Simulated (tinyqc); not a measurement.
Programming of a floating-gate cell by Fowler-Nordheim tunnelling: one step of the calculation.

Per tunnel area the floating gate has Ctun = 3.9 eps0/tox to the channel (0 V) and Ccg to the control gate, Ct = Ctun/(1 - ag), no other coupling. With the threshold shift U = -Q/Ccg the field is F = ag (Vg - U)/tox, and dU/dt = J/Ccg. Fowler-Nordheim: J = A F^2 exp(-B/F), A = q^2/(16 pi^2 hbar mo phi) (times 1e14 for A/cm^2 with F in V/nm, emitter mass m0), B = (4/3) sqrt(mo/C) phi^1.5, C = hbar^2/(2 m0).

Task. Explicit time steps against the exact solution. U(new) = U + dt J(F(U))/Ccg. Exact: exp(B/F(t)) = exp(B/F(0)) + K t, K = A B ag/(Ccg tox), and U = Vg - tox F/ag.

Parameters, values chosen for the exercise; oxide values close to those of silicon dioxide: tunnel barrier phi = 3.17 eV; tunnelling mass mo = 0.45 m0; tunnel oxide thickness tox = 9.7 nm; coupling ratio Ccg/Ct ag = 0.66; threshold shift at the start Vt0 = -2.4 V; control-gate voltage Vg = 15.4 V; time step dt = 23 us; steps n = 11.

Constants: q = 1.602176634e-19 C, hbar = 1.054571817e-34 J s, m0 = 9.1093837015e-31 kg, eps0 = 8.8541878128e-14 F/cm where lengths are in cm, hbar^2/(2 m0) = 0.0380998212 eV nm^2. Results are converted to the units shown.

Wanted: t; F; J; U by steps; U exact.

Result.

```
step,t (us),F (V/nm),J (A/cm^2),U by steps (V),U exact (V)
0,0,1.2111,0.084351,-2.4000,-2.4000
1,23.000,1.0201,0.0010975,0.4075,-1.2504
2,46.000,1.0176,0.0010266,0.4440,-0.8437
3,69.000,1.0153,9.6410e-4,0.4782,-0.5966
4,92.000,1.0131,9.0868e-4,0.5102,-0.4203
5,115.00,1.0111,8.5917e-4,0.5405,-0.2837
6,138.00,1.0091,8.1468e-4,0.5691,-0.1726
7,161.00,1.0073,7.7448e-4,0.5962,-0.0791
8,184.00,1.0055,7.3799e-4,0.6220,0.0014
9,207.00,1.0038,7.0470e-4,0.6465,0.0721
10,230.00,1.0022,6.7423e-4,0.6700,0.1350
11,253.00,1.0007,6.4623e-4,0.6924,0.1916
```

Range of the model: Programming fields of 10 MV/cm and more wear the oxide; trapping and the channel potential are ignored.

Computed by the program tinyqc: `OMP_NUM_THREADS=1 python tinyqc.py 2130143 2130144 out.jsonl`, one thread of a shared Intel Xeon 2.30GHz, about 0.02 s for the whole run.
